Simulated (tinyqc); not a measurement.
From results back to parameters: Tamm state at the end of a one-band chain. Three cases, with inputs chosen for the exercise.

Problem. The end state of a chain with hopping -t and end-site shift D has E = D + t^2/D and weight 1 - (t/D)^2 on the end site. The values below come from hidden t and D.

Find: D, t.

Method. With (t/D)^2 = 1 - w, E = D (2 - w), which gives D, and t = |D| sqrt(1 - w).

Case 1.

E = 3.265547 eV
weight = 0.808194

Solution.

D, t (eV): 2.740  1.200

Case 2.

E = -2.621659 eV
weight = 0.791862

Solution.

D, t (eV): -2.170  0.990

Case 3.

E = 4.183624 eV
weight = 0.824825

Solution.

D, t (eV): 3.560  1.490

Computed by tinyqc, one run a case: `OMP_NUM_THREADS=1 python tinyqc.py N N+1 out.jsonl` with N = 1482674, 1482696, 1482842; one thread of a shared Intel(R) Xeon(R) Processor @ 2.30GHz, about 0.01 s a run at most.
